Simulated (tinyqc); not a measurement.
From results back to parameters: two-level Kane dispersion of a narrow-gap semiconductor. Five cases, with inputs chosen for the exercise.

Problem. In the two-level Kane model E = Eg/2 + sqrt(Eg^2/4 + (2/3) Ep c k^2), c = hbar^2/2m0, and the momentum mass is m(k) = (3/(2 Ep)) sqrt(Eg^2 + (8/3) Ep c k^2). It is given at the Fermi wave vectors kF = (3 pi^2 n)^(1/3) of two densities (1 cm^-3 = 1e-24 angstrom^-3).

Constants: hbar^2/2m0 = 3.80998211 eV angstrom^2.

Case 1.

Values chosen (out of a larger set: near those of InSb; not measured data): n12 = (3.4e+15, 7.8e+17) cm^-3 (two densities).

masses at the two densities (m0): 0.01654502  0.03279792

Case 2.

Values chosen (out of a larger set: near those of InAs; not measured data): n12 = (1.6e+15, 5.8e+17) cm^-3 (two densities).

masses at the two densities (m0): 0.02745345  0.03783826

Case 3.

Values chosen (out of a larger set: near those of InSb; not measured data): n12 = (9.5e+15, 2.8e+17) cm^-3 (two densities).

masses at the two densities (m0): 0.01694039  0.02568145

Case 4.

Values chosen (out of a larger set: near those of InSb; not measured data): n12 = (2.7e+15, 5.5e+17) cm^-3 (two densities).

masses at the two densities (m0): 0.01581893  0.02906057

Case 5.

Values chosen (out of a larger set: a gap close to zero; not measured data): n12 = (1.9e+16, 1.4e+18) cm^-3 (two densities).

masses at the two densities (m0): 0.00958356  0.03896802

Find: kF^2; Ep; edge mass; |Eg|.

Solution.

Case 1.

kF^2 (1/angstrom^2): 2.1640e-05  0.00081098

Ep = 22.5 eV
edge mass = 0.01587 m0
|Eg| = 0.238 eV

m^2 = m0*^2 + (6 c/Ep) kF^2 is a straight line in kF^2: the slope gives Ep, the intercept the edge mass, and |Eg| = (2/3) Ep m0*. The sign of Eg does not enter. The two-level form takes Dso as infinite, which overstates the mass where Dso is not large against Eg.

Case 2.

kF^2 (1/angstrom^2): 1.3093e-05  0.00066563

Ep = 22.0 eV
edge mass = 0.02720 m0
|Eg| = 0.399 eV

m^2 = m0*^2 + (6 c/Ep) kF^2 is a straight line in kF^2: the slope gives Ep, the intercept the edge mass, and |Eg| = (2/3) Ep m0*. The sign of Eg does not enter. The two-level form takes Dso as infinite, which overstates the mass where Dso is not large against Eg.

Case 3.

kF^2 (1/angstrom^2): 4.2930e-05  0.00040962

Ep = 22.5 eV
edge mass = 0.01560 m0
|Eg| = 0.234 eV

m^2 = m0*^2 + (6 c/Ep) kF^2 is a straight line in kF^2: the slope gives Ep, the intercept the edge mass, and |Eg| = (2/3) Ep m0*. The sign of Eg does not enter. The two-level form takes Dso as infinite, which overstates the mass where Dso is not large against Eg.

Case 4.

kF^2 (1/angstrom^2): 1.8558e-05  0.00064247

Ep = 24.0 eV
edge mass = 0.01525 m0
|Eg| = 0.244 eV

m^2 = m0*^2 + (6 c/Ep) kF^2 is a straight line in kF^2: the slope gives Ep, the intercept the edge mass, and |Eg| = (2/3) Ep m0*. The sign of Eg does not enter. The two-level form takes Dso as infinite, which overstates the mass where Dso is not large against Eg.

Case 5.

kF^2 (1/angstrom^2): 6.8147e-05  0.0011977

Ep = 18.1 eV
edge mass = 0.00240 m0
|Eg| = 0.029 eV

m^2 = m0*^2 + (6 c/Ep) kF^2 is a straight line in kF^2: the slope gives Ep, the intercept the edge mass, and |Eg| = (2/3) Ep m0*. The sign of Eg does not enter. For Eg < 0 the edge mass does not depend on Dso, which enters only as EF nears it.

Computed by tinyqc, one run a case: `OMP_NUM_THREADS=1 python tinyqc.py N N+1 out.jsonl` with N = 1080833, 1080838, 1080864, 1080884, 1080906; one thread of a shared Intel(R) Xeon(R) Processor @ 2.30GHz, about 0.01 s a run at most.
